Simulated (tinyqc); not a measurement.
Length of a polyene: Hueckel, PPP and singles CI along the polyenes. Computed by the program tinyqc. 

All-trans chains of carbon centres 1.40 angstrom apart:

| parameter | value |
|---|---|
| beta (eV), times 1 +/- alternation | -2.370000 |
| alternation | 0.120000 |
| W (eV) | 11.160000 |
| gamma_rr (eV) | 10.850000 |
| repulsion formula | MN |

Hueckel uses the same beta without repulsion; CIS keeps all single excitations and so misses the low, doubly excited 2Ag state. W is the valence ionisation energy of a centre, MN the Mataga-Nishimoto formula, f the oscillator strength.

Gaps and excitations (eV):

| centres | Hueckel gap | PPP orbital gap | bright singlet (CIS) | f | lowest triplet (CIS) |
|---|---|---|---|---|---|
| 2 | 5.309 | 10.589 | 8.094 | 0.694 | 2.524 |
| 4 | 3.618 | 8.402 | 5.823 | 1.013 | 1.776 |
| 6 | 2.845 | 7.325 | 4.813 | 1.393 | 1.442 |
| 8 | 2.409 | 6.697 | 4.234 | 1.745 | 1.265 |
| 10 | 2.133 | 6.292 | 3.865 | 2.077 | 1.160 |
| 12 | 1.943 | 6.015 | 3.614 | 2.395 | 1.092 |
| 14 | 1.806 | 5.817 | 3.435 | 2.706 | 1.046 |

The Hueckel gap tends to 4 x alternation x |beta| = 1.14 eV for long chains. Exchange opens the PPP orbital gap, and the attraction of electron and hole brings the bright state 2.38 eV below it at 14 centres; the triplet lies 2.39 eV lower still.
